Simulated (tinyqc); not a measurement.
Low-temperature mobility of a two-dimensional electron gas with static screening: one step, computed by the program tinyqc. Command: `OMP_NUM_THREADS=1 python tinyqc.py 3008194 3008195 out.jsonl twodeg walk`. One thread of a shared host (Intel(R) Xeon(R) Processor @ 2.30GHz), about 0.01 s of CPU time with the checks.

One subband is filled, the gas is degenerate and scatters at the Fermi circle; one permittivity serves on both sides of the interface. All formulas are in SI units, masses times m_0. Piezoelectric and polar phonons are left out, and n_s is taken as set by a gate, independent of N_i.

Question. Interface roughness. Form factors with u = q/b: screening G(q) = [1 + 9u/8 + 3u^2/8]/(1 + u)^3, remote charge P(q) = exp(-q d)/(1 + u)^3. Dielectric function eps(q) = 1 + q_TF G(q)/q, with q = 2 k_F sin(theta/2). Roughness: <|U|^2> = (e F)^2 S(q), S = pi Delta^2 Lambda^2/(1 + q^2 Lambda^2/2)^(3/2). 1/tau_t = (m/(pi hbar^3)) int_0^pi (1 - cos theta) <|U|^2>/eps(q)^2 dtheta; the quantum rate 1/tau_q drops the factor (1 - cos theta); 200 Gauss-Legendre points in s with theta = pi s^2, s from 0 to 1; mu = e tau_t/m.

Inputs (values chosen for the exercise, modelled on a strained silicon well):

| quantity | value | unit |
|---|---|---|
| in-plane mass m | 0.182 | m_0 |
| permittivity eps | 11.6 | - |
| roughness height Delta | 0.42 | nm |
| correlation length Lambda | 3.5 | nm |
| remote charge density N_i | 2.1e+11 | 1/cm^2 |
| distance d of the charges from the interface | 4 | nm |

Wave function: Fang-Howard. Roughness spectrum: exponential.

k_F = 0.5604991 1/nm

b = 2.001093 1/nm

q_TF = 1.185966 1/nm

effective field F = 0.7862021 MV/cm

Constants: m_0 = 9.1093837015e-31 kg; hbar = 1.054571817e-34 J s; e = 1.602176634e-19 C; eps_0 = 8.8541878128e-12 F/m.

Give: tau_t, roughness; tau_q, roughness; roughness mobility; tau_t/tau_q, roughness.

Answer.

tau_t, roughness = 0.29108 ps

tau_q, roughness = 0.27327 ps

roughness mobility = 2812.9 cm^2/(V s)

tau_t/tau_q, roughness = 1.0652

k_F Lambda = 1.96.
